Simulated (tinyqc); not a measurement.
What moves the results: carrier statistics of a doped semiconductor with parabolic bands. A value that a table varies takes the place of the one given here.

Eg(T) = Eg0 - al T^2/(T + be); m_de = Mv^(2/3) (ml mt^2)^(1/3); m_dh = (mhh^(3/2) + mlh^(3/2))^(2/3); Nc and Nv from N = 2 (m kB T/(4 pi c))^(3/2) with c = hbar^2/2m0, in 1/angstrom^3; times 1e24 for 1/cm^3.

Energies are counted from Ev, so Ec = Eg. n = Nc F_1/2((EF - Eg)/kT), p = Nv F_1/2(-EF/kT), ND+ = ND/(1 + 2 exp((EF - Eg + ED)/kT)), NA- = NA/(1 + 4 exp((EA - EF)/kT)); neutrality asks p + ND+ = n + NA-. F_j(eta) = (1/Gamma(j + 1)) integral_0^infinity x^j dx/(1 + exp(x - eta)), which tends to exp(eta) for eta << 0.

Constants: hbar^2/2m0 = 3.80998211 eV angstrom^2; kB = 8.617333262e-05 eV/K.

Values chosen for the exercise (near those of InSb; shifted at random, so the results belong to these values and not to a real crystal):
- Eg0 = 0.236 eV (gap at 0 K)
- al = 0.000323 eV/K (Varshni alpha)
- be = 166 K (Varshni beta)
- ml = 0.0137 m0 (longitudinal electron mass)
- mt = 0.0137 m0 (transverse electron mass)
- Mv = 1 (equivalent valleys)
- mhh = 0.425 m0 (heavy-hole mass)
- mlh = 0.0147 m0 (light-hole mass)
- ND = 1.7e+12 1/cm^3 (donors)
- NA = 3.8e+14 1/cm^3 (acceptors)
- ED = 0.000978 eV (donor level below Ec)
- EA = 0.0101 eV (acceptor level above Ev)
- T = 685 K

## Temperature

Neutrality solved at each temperature; ni = sqrt(Nc Nv) exp(-Eg/2kT).

Carriers (1/cm^3):
```
T (K),EF (eV),n,p,majority / |ND - NA|,ni,Eg (eV)
10,0.0078,<1e-99,4.90e+12,0.0129,1.22e-44,0.2358
20,0.0116,2.99e-42,1.42e+14,0.374,2.06e-14,0.2353
40,0.0237,7.25e-12,3.51e+14,0.928,50.5,0.2335
77,0.0517,1.49e+04,3.75e+14,0.992,2.36e+09,0.2281
120,0.0874,2.82e+10,3.77e+14,0.998,3.26e+12,0.2197
200,0.1411,6.82e+14,1.06e+15,2.80,8.55e+14,0.2007
300,0.1551,1.70e+16,1.73e+16,45.8,1.85e+16,0.1736
400,0.1688,7.98e+16,8.02e+16,212,1.00e+17,0.1447
500,0.1856,2.02e+17,2.02e+17,534,3.01e+17,0.1148
600,0.2043,3.78e+17,3.78e+17,999,6.65e+17,0.0842
```

Ionisation is incomplete: the majority density is below 90 % of the net doping at 10 and 20 K, down to a share of 0.013. It is within 10 % of the net doping at 40, 77 and 120 K. At 200, 300, 400, 500 and 600 K thermal pairs lift it more than 10 % above the net doping; ni has reached 6.65e+17 1/cm^3 at 600 K against a net doping of 3.78e+14. For so narrow a gap the hottest rows are formal: EF can enter a band, where the Boltzmann ni is too large, and the crystal may melt. EF goes from 0.008 eV to 0.204 eV, where midgap is 0.042 eV and the intrinsic level (Boltzmann) 0.175 eV.

## Doping level

Only acceptors are present (ND = 0); eta is the distance of EF beyond the valence edge in units of kT.

Neutral state:
```
NA (1/cm^3),EF (eV),majority (1/cm^3),ionised share,eta
1.0e+14,0.2212,5.64e+17,0.899,-3.75
1.0e+15,0.2212,5.65e+17,0.899,-3.75
1.0e+16,0.2206,5.71e+17,0.898,-3.74
1.0e+17,0.2149,6.27e+17,0.889,-3.64
1.0e+18,0.1762,1.20e+18,0.806,-2.98
3.0e+18,0.1365,2.31e+18,0.680,-2.31
1.0e+19,0.0885,5.01e+18,0.485,-1.50
3.0e+19,0.0464,9.57e+18,0.316,-0.79
```

The impurity level lies at 0.0101 eV. The ionised share falls from 0.899 to 0.316 as EF approaches it; it is below one half from 1e+19 1/cm^3 on. Over the last two rows the doping grows threefold and the majority density by a factor 1.91. EF comes within 3 kT of the majority band edge from 1e+18 1/cm^3 on. With a gap of only 1.0 kT the crystal is intrinsic at low doping, and EF can lie near or inside the band with the lighter mass. Above roughly 7e+17 1/cm^3 (N^(1/3) a = 0.26, with the radius a = sqrt(c/(m E)) from the ionisation energy E and the mass mhh) the levels merge with the band and real ionisation is complete; sharp levels then overstate freeze-out.

## What each input does

Neutrality solved anew for each case. Each row changes one parameter from the base and keeps the others.

Results:
```
case,EF (eV),n (1/cm^3),p (1/cm^3)
base,0.2212,5.64e+17,5.65e+17
T = 665 K,0.2172,5.18e+17,5.18e+17
ND = 3.4e+12 1/cm^3,0.2212,5.64e+17,5.65e+17
NA = 4.94e+14 1/cm^3,0.2212,5.64e+17,5.65e+17
Eg0 = 0.286 eV,0.2371,4.32e+17,4.32e+17
mt = 0.0164 m0,0.2138,6.39e+17,6.39e+17
mhh = 0.51 m0,0.2325,6.12e+17,6.13e+17
EA = 0.0152 eV,0.2212,5.64e+17,5.65e+17
```

The largest shifts from the base row, up to three for each result and ties (the steps differ in size, so this ranks the rows, not the parameters). EF (eV): Eg0 +0.0159, mhh +0.0113, mt -0.0074; unchanged at the printed digits by ND, NA and EA. n (1/cm^3): Eg0 -1.33e+17, mt +7.48e+16, mhh +4.80e+16; unchanged at the printed digits by ND, NA and EA. p (1/cm^3): Eg0 -1.33e+17, mt +7.48e+16, mhh +4.80e+16; unchanged at the printed digits by ND, NA and EA.

(tinyqc, `OMP_NUM_THREADS=1 python tinyqc.py 1652055 1652056 out.jsonl`, Intel(R) Xeon(R) Processor @ 2.30GHz, 1 thread, shared host, about 0.02 s.)
